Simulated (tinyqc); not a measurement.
From one set of inputs to another, one input at a time: valley-orbit splitting of a donor ground state, with strain. Computed by tinyqc, a small Python program. Command: `OMP_NUM_THREADS=1 python tinyqc.py 3008615 3008616 out.jsonl valleyorbit ladder`. One thread of a shared host (Intel(R) Xeon(R) Processor @ 2.30GHz), about 0.01 s of CPU time with the checks.

The basis is the 1s envelope in each valley; energies are counted from the unstrained conduction-band edge. The strain is e_s (a a^T - 1/3) for the unit stress axis a, so valley j along n_j moves by Xi_u e_s w_j with w_j = (n_j.a)^2 - 1/3: -1/3 for x and y, +2/3 for z.

The inputs printed are set A. Inputs not listed in the table keep their values of set A, so the rows need not describe a real material.

Inputs (values chosen for the exercise, modelled on donors in silicon):
```
quantity,value,unit
single-valley binding energy E_0,31.8,meV
central-cell shift Lambda,6.23,meV
coupling Delta_1,2.96,meV
coupling Delta_2,1.97,meV
shear deformation potential Xi_u,8.59,eV
shear strain e_s,0.00017,-
temperature T,120,K
donor density N_D,3.4e+17,cm^-3
density-of-states mass of one valley m_e,0.336,m_0
```

Valleys: six along <100>. Stress axis: [001].

Constants: k_B = 8.617333262e-05 eV/K; m_0 = 9.1093837015e-31 kg; k_B = 1.380649e-23 J/K; h = 6.62607015e-34 J s.

Method:
- H_jj = -(E_0 + Lambda) + Xi_u e_s w_j; H_jk = -Delta_2 between opposite valleys and -Delta_1 between perpendicular ones.
- Diagonalise H; the ground vector has positive components. The density at the nucleus, and so the contact hyperfine coupling, scales as (sum_j c_j)^2/(number of valleys), which is 1 without strain; the envelopes are held fixed.
- The binding energy is counted from the lowest valley edge, min_j Xi_u e_s w_j; the gap is from the ground state to the next level.
- z = sum over levels of exp(-(E - E_ground)/k_B T), the ground-state share being 1/z; N_c = 2 (2 pi m_e k_B T/h^2)^(3/2) sum_j exp(-(shift_j - lowest shift)/k_B T); n1 = N_c/(2 z) exp(-binding/k_B T), binding = lowest shift - E_ground; without compensation n = 2 N_D/(1 + sqrt(1 + 4 N_D/n1)) (Boltzmann statistics; p and higher states left out).

Each row keeps all changes above it:
```
input moved,from,to,gap to the first excited state (meV),hyperfine ratio A/A_0,free electrons n (cm^-3)
set A,-,-,15.319,0.99858,5.8739e+16
donor density N_D (cm^-3),3.4e+17,1e+15,15.319,0.99858,9.2956e+14
central-cell shift Lambda (meV),6.23,7.41,15.319,0.99858,9.2228e+14
temperature T (K),120,4.2,15.319,0.99858,1.1815e-16
coupling Delta_2 (meV),1.97,5.59,17.299,0.99858,7.9533e-19
shear deformation potential Xi_u (eV),8.59,8.96,17.280,0.99846,8.1559e-19
single-valley binding energy E_0 (meV),31.8,43.6,17.280,0.99846,6.7887e-26
coupling Delta_1 (meV),2.96,4.9,28.909,0.99942,1.5225e-30
```

Which inputs carry the difference?

gap to the first excited state goes from 15.3 to 28.9, a factor 1.89 in all. The largest single move comes from coupling Delta_1 (a factor 1.67). Free electrons n goes from 5.87e16 to 1.52e-30, a factor 2.59e-47 in all. The largest single move comes from temperature T (a factor 1.28e-31). The single moves hold for this order of the switches; the total does not depend on the order.

Caution (rows set A): at this donor density neighbouring orbits begin to overlap and the depth shrinks, which a fixed level leaves out. Caution (rows temperature T, coupling Delta_2, shear deformation potential Xi_u, single-valley binding energy E_0, coupling Delta_1): n is below one electron per cm^3, so thermal ionisation is negligible and the number is formal.

Extremes, crossings and ranges named in words are read from the listed rows.
